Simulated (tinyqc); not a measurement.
Plane-wave Kohn-Sham cycle with exchange-only LDA in a layered model solid, step by step. Computed by tinyqc, a small Python program that keeps every step. Settings: points = 16, plane-wave index or count = 2, electrons = 2, k points = 3, area = 18.0, mixing = 0.1, iteration cap = 55. Command: `OMP_NUM_THREADS=1 python tinyqc.py 21119 21120 out.jsonl` (the two numbers bound the seeds that draw the settings). One thread of a shared host (Intel(R) Xeon(R) Processor @ 2.60GHz), about 0.02 s of CPU time with the checks. Later iterations appear only in the table of the cycle.

## Iteration 1: potential

A solid whose potential varies along x alone (atomic units):
```
parameter                      value
period a                    4.700000
cross-section of the cell  18.000000
electrons per cell                 2
grid points                       16
plane waves -n..n, n               2
k points                           3
V1 in V1 cos(2 pi x/a)     -0.320000
V2 in V2 cos(4 pi x/a)      0.170000
```

density at the start, on the grid x_j = j a/N (e/bohr^3): 0.023641  0.023641  0.023641  0.023641  0.023641  0.023641  0.023641  0.023641  0.023641  0.023641  0.023641  0.023641  0.023641  0.023641  0.023641  0.023641

V_H(G) = 4 pi rho(G)/G^2 for G != 0 (uniform background); v_x = -(3 rho/pi)^(1/3); V = V_ext + V_H + v_x; Fourier components f(G_m) = (1/N) sum_j f(x_j) exp(-i G_m x_j).

Potentials on the grid (hartree):
```
x         V_ext     V_H      v_x        V
0.0000  -0.1500  0.0000  -0.2826  -0.4326
0.2938  -0.1754  0.0000  -0.2826  -0.4581
0.5875  -0.2263  0.0000  -0.2826  -0.5089
0.8812  -0.2427  0.0000  -0.2826  -0.5253
1.1750  -0.1700  0.0000  -0.2826  -0.4526
1.4688   0.0023  0.0000  -0.2826  -0.2804
1.7625   0.2263  0.0000  -0.2826  -0.0564
2.0562   0.4158  0.0000  -0.2826   0.1332
2.3500   0.4900  0.0000  -0.2826   0.2074
2.6437   0.4158  0.0000  -0.2826   0.1332
2.9375   0.2263  0.0000  -0.2826  -0.0564
3.2313   0.0023  0.0000  -0.2826  -0.2804
3.5250  -0.1700  0.0000  -0.2826  -0.4526
3.8188  -0.2427  0.0000  -0.2826  -0.5253
4.1125  -0.2263  0.0000  -0.2826  -0.5089
4.4062  -0.1754  0.0000  -0.2826  -0.4581
```

V(G_m), m = 0, 1, 2, ... (hartree): -0.2826  -0.1600  0.0850  0.0000  0.0000

## Iteration 1: Hamiltonian at one k

k = 0.0000 2 pi / a

H(m,m') = (k + G_m)^2/2 delta + V(G_m - G_m'), with V(-G) = V(G).

H (hartree):
```
         -2       -1       +0       +1       +2
-2   3.2917  -0.1600   0.0850   0.0000   0.0000
-1  -0.1600   0.6110  -0.1600   0.0850   0.0000
+0   0.0850  -0.1600  -0.2826  -0.1600   0.0850
+1   0.0000   0.0850  -0.1600   0.6110  -0.1600
+2   0.0000   0.0000   0.0850  -0.1600   3.2917
```

## Iteration 1: levels at that k

Diagonalise the Hermitian matrix.

eigenvalues (hartree): -0.3343  0.5167  0.7328  3.3009  3.3065

## Iteration 1: new density

Motion across x is left out: the lowest 1 band(s) hold two electrons at each of the k points (j + 1/2)/nk - 1/2. Residual R = rho(out) - rho(in); rho(new) = rho(in) + 0.1 R. rho(out) = 2/(a A nk) sum |psi|^2 with psi = sum c exp(i G x). Harris energy E = band energy - dV sum rho (V_H/2 + v_x) + (3/4) dV sum rho v_x with rho(in), dV = a A/N, band energy = (2/nk) sum of the filled levels.

rho(out) (e/bohr^3): 0.040856  0.039662  0.036111  0.030479  0.023572  0.016695  0.011155  0.007727  0.006591  0.007727  0.011155  0.016695  0.023572  0.030479  0.036111  0.039662

density after iteration 1 (e/bohr^3): 0.025362  0.025243  0.024888  0.024325  0.023634  0.022946  0.022392  0.022049  0.021936  0.022049  0.022392  0.022946  0.023634  0.024325  0.024888  0.025243

energy per cell = -0.431456 hartree

## Iteration 2: potential

As before.

Potentials on the grid (hartree):
```
x         V_ext        V_H      v_x        V
0.0000  -0.1500     0.0122  -0.2893  -0.4271
0.2938  -0.1754     0.0113  -0.2889  -0.4530
0.5875  -0.2263     0.0087  -0.2875  -0.5051
0.8812  -0.2427     0.0047  -0.2853  -0.5233
1.1750  -0.1700  -1.30e-05  -0.2826  -0.4526
1.4688   0.0023    -0.0047  -0.2798  -0.2823
1.7625   0.2263    -0.0087  -0.2776  -0.0599
2.0562   0.4158    -0.0113  -0.2761   0.1284
2.3500   0.4900    -0.0122  -0.2757   0.2021
2.6437   0.4158    -0.0113  -0.2761   0.1284
2.9375   0.2263    -0.0087  -0.2776  -0.0599
3.2313   0.0023    -0.0047  -0.2798  -0.2823
3.5250  -0.1700  -1.30e-05  -0.2826  -0.4526
3.8188  -0.2427     0.0047  -0.2853  -0.5233
4.1125  -0.2263     0.0087  -0.2875  -0.5051
4.4062  -0.1754     0.0113  -0.2889  -0.4530
```

V(G_m), m = 0, 1, 2, ... (hartree): -0.2825  -0.1574  0.0850  0.0000  0.0000

## Iteration 2: Hamiltonian at one k

k = 0.0000 2 pi / a

As before.

H (hartree):
```
         -2       -1       +0       +1       +2
-2   3.2918  -0.1574   0.0850   0.0000   0.0000
-1  -0.1574   0.6110  -0.1574   0.0850   0.0000
+0   0.0850  -0.1574  -0.2825  -0.1574   0.0850
+1   0.0000   0.0850  -0.1574   0.6110  -0.1574
+2   0.0000   0.0000   0.0850  -0.1574   3.2918
```

## Iteration 2: levels at that k

As before.

eigenvalues (hartree): -0.3327  0.5171  0.7318  3.3007  3.3063

## Iteration 2: new density

As before.

rho(out) (e/bohr^3): 0.040601  0.039439  0.035976  0.030453  0.023638  0.016813  0.011289  0.007858  0.006719  0.007858  0.011289  0.016813  0.023638  0.030453  0.035976  0.039439

density after iteration 2 (e/bohr^3): 0.026886  0.026662  0.025997  0.024937  0.023634  0.022333  0.021282  0.020630  0.020414  0.020630  0.021282  0.022333  0.023634  0.024937  0.025997  0.026662

energy per cell = -0.427779 hartree

## Convergence

Stop when sqrt(dV sum R^2) is below 1e-8, dV = a A/N.

Course of the cycle:
```
iteration  E (hartree)  norm of the residual
1            -0.431456              1.13e-01
2            -0.427779              1.01e-01
3            -0.424889              8.94e-02
4            -0.422629              7.94e-02
5            -0.420868              7.06e-02
6            -0.419501              6.27e-02
7            -0.418441              5.57e-02
8            -0.417622              4.95e-02
9            -0.416988              4.40e-02
10           -0.416500              3.92e-02
11           -0.416123              3.48e-02
...                ...                   ...
45           -0.414855              6.96e-04
46           -0.414855              6.21e-04
47           -0.414855              5.55e-04
48           -0.414855              4.96e-04
49           -0.414854              4.43e-04
50           -0.414854              3.96e-04
51           -0.414854              3.54e-04
52           -0.414854              3.16e-04
53           -0.414854              2.82e-04
54           -0.414854              2.52e-04
55           -0.414854              2.26e-04
```

Not converged within 55 iterations: the residual falls steadily but slowly, by a factor of about 0.89 a step. Reruns (cap 100 unless said): mixing 0.5, Kerker q0 1.0: converged in 39 (E = -0.41485); mixing 0.3, Pulay depth 5: converged in 9 (E = -0.41485); the original settings with a cap of 400: converged in 149 (E = -0.41485).
